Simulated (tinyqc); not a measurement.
Trap in a gate oxide as a short-range spherical well: sweeps and comparisons. A value that a table varies takes the place of the one given here.

A spherical well of radius R and depth V0 below the conduction edge, one mass m, c = hbar^2/2m0. The s level at binding Et solves k cot(k R) = -kappa with k = sqrt(m (V0 - Et)/c), kappa = sqrt(m Et/c); it exists for V0 > Vc = c (pi/2R)^2/m. Outside, psi falls as exp(-kappa r)/r.

Lucovsky model (delta well, plane-wave final states, no local-field factor): sigma = (32 pi alpha c/(3 n_r m Et)) (x - 1)^(3/2)/x^3, x = h nu/Et, c = hbar^2/2m0; 1 angstrom^2 = 1e-16 cm^2.

Energies from the conduction edge of the channel. The trap level at depth x is E_T = dEc - Et - e Fox x (1 MV/cm = 0.01 eV/angstrom). An electron at the channel edge tunnels with the WKB exponent S = (4/3) sqrt(m/c) [dEc^(3/2) - (dEc - e Fox x)^(3/2)]/(e Fox), c = hbar^2/2m0; tau = t0 exp(S); the occupation is f = 1/(1 + exp((E_T - EF)/kB T)), tau_c = tau/f and tau_e = tau/(1 - f). Lattice relaxation is left out; a level below the channel edge needs phonons as well, so tau is then a lower bound, while a level above it can also empty elastically at its own energy, through a thinner barrier, faster than this tau.

Constants: hbar^2/2m0 = 3.80998211 eV angstrom^2; fine-structure constant alpha = 0.007297352564; kB = 8.617333262e-05 eV/K.

Inputs chosen for the exercise (near those of SiO2 on Si; not measured data): R = 2.8 angstrom (radius of the well); m = 0.437 m0 (mass); fV = (1.02, 1.1, 1.25, 1.53, 2.13, 2.98, 5.77) (V0/Vc); n_r = 1.45 (refractive index); xs = (1.12, 1.22, 1.59, 1.84, 2.26, 2.67, 4.64, 8.35) (photon energies h nu/Et); dEc = 3.07 eV (conduction offset to the channel); Fox = 2.8 MV/cm (oxide field, lowering levels away from the channel); t0 = 21 x 1e-11 s (time constant at the interface); T = 300 K (temperature); EF = -0.03 eV (Fermi level above the channel edge); ds = (2, 4, 7, 10, 14, 19) angstrom (depths); V0 = 7.98 eV (depth of the well); x = 7 angstrom (depth of the trap).

## From threshold to a deep level

Et against the depth at fixed R; near threshold Et = (pi^2/16)(V0 - Vc)^2/Vc.

Results:
```
V0/Vc  V0 (eV)    Et (eV)  threshold form (eV)  1/kappa (angstrom)  share outside
1.02     2.799  0.0006672            0.0006770               114.3          0.976
1.10     3.018    0.01578              0.01693                23.5          0.889
1.25     3.430    0.08958               0.1058                 9.9          0.759
1.53     4.198     0.3448               0.4754                 5.0          0.590
2.13     5.844      1.206                2.161                 2.7          0.389
2.98     8.177      2.809                6.636                 1.8          0.254
5.77    15.832      9.218                38.51                 1.0          0.108
```

The threshold form holds to 10 % up to V0/Vc = 1.10 of those listed. There the state is mostly outside the well (98 % in the first row) and knows only Et, which is why a delta-well model works; more than half is inside from V0/Vc = 2.13 on. A second s level would need V0/Vc > 9. From V0/Vc = 5.77 on Et exceeds the gap of the host, about 9 eV, so those rows only show the model.

## Neutral against charged centre

Et = 2.66280 eV

Lucovsky cross-section, its shape relative to the peak, and the shape of a hydrogen-like centre relative to threshold: x^-4 exp(4 - 4 atan(e)/e)/(1 - exp(-2 pi/e)), e = sqrt(x - 1).

Results:
```
x     h nu (eV)  sigma (1e-18 cm^2)  relative to peak  hydrogen-like
1.12      2.982                1.63             0.237          0.738
1.22      3.249                3.14             0.455          0.585
1.59      4.234                6.23             0.902          0.282
1.84      4.900                6.82             0.989          0.187
2.26      6.018                6.77             0.980          0.104
2.67      7.110                6.26             0.907          0.064
4.64     12.355                3.84             0.556          0.012
8.35     22.234                1.89             0.274          0.002
```

The short-range centre starts from zero, reaches half its peak at x = 1.24 and peaks at x = 2; in the last row it still has 27 % of the peak. The Coulomb centre is largest at threshold and is down to 0.2 % there. Reading the peak as the threshold would misplace the level by a factor 2, here 2.66 eV. Rows above the gap, about 9 eV, are hidden by band-to-band absorption.

## Depth of the trap

Each depth has its own level and time; the corner frequency is 1/(2 pi tau).

Results:
```
x (angstrom)  E_T (eV)      S  tau (s)  corner (Hz)      f
2                0.351   2.36  2.2e-09      7.1e+07  0.000
4                0.295   4.70  2.3e-08      6.9e+06  0.000
7                0.211   8.17  7.4e-07      2.1e+05  0.000
10               0.127  11.59  2.3e-05      7.0e+03  0.002
14               0.015  16.07   0.0020           79  0.148
19              -0.125  21.54     0.48         0.33  0.975
```

tau spans 8.3 decades, one decade for each 1.97 angstrom at the start and 2.11 at the end, where the field has thinned the barrier. Traps spread evenly in depth are thus spread nearly evenly in ln tau; if levels near EF exist at every depth, this sums to 1/f noise and to charging that grows as ln t. With the single Et of this table only depths where f is neither 0 nor 1 contribute. The level crosses EF between 14 and 19 angstrom.

## What each parameter does

Et from the well, then the level and the time. Each row changes one parameter from the base and keeps the others.

Results:
```
case             Et (eV)  E_T (eV)  log10 tau (s)  ln(tau_c/tau_e)
base               2.663     0.211          -6.13              9.3
x = 9 angstrom     2.663     0.155          -5.14              7.2
Fox = 3.8 MV/cm    2.663     0.141          -6.15              6.6
dEc = 2.82 eV      2.663    -0.039          -6.28             -0.3
m = 0.481 m0       2.970    -0.096          -5.95             -2.5
V0 = 8.38 eV       2.961    -0.087          -6.13             -2.2
T = 350 K          2.663     0.211          -6.13              8.0
EF = 0.02 eV       2.663     0.211          -6.13              7.4
```

The largest shifts from the base row, up to three for each result and ties (the steps differ in size, so this ranks the rows, not the parameters). Et (eV): m +0.307, V0 +0.299; unchanged at the printed digits by x, Fox, dEc, T and EF. E_T (eV): m -0.307, V0 -0.299, dEc -0.250; unchanged at the printed digits by T and EF. log10 tau (s): x +0.99, m +0.17, dEc -0.15; unchanged at the printed digits by V0, T and EF. ln(tau_c/tau_e): m -11.9, V0 -11.6, dEc -9.7.

(tinyqc, `OMP_NUM_THREADS=1 python tinyqc.py 1282662 1282663 out.jsonl`, Intel(R) Xeon(R) Processor @ 2.30GHz, 1 thread, shared host, about 0.01 s.)
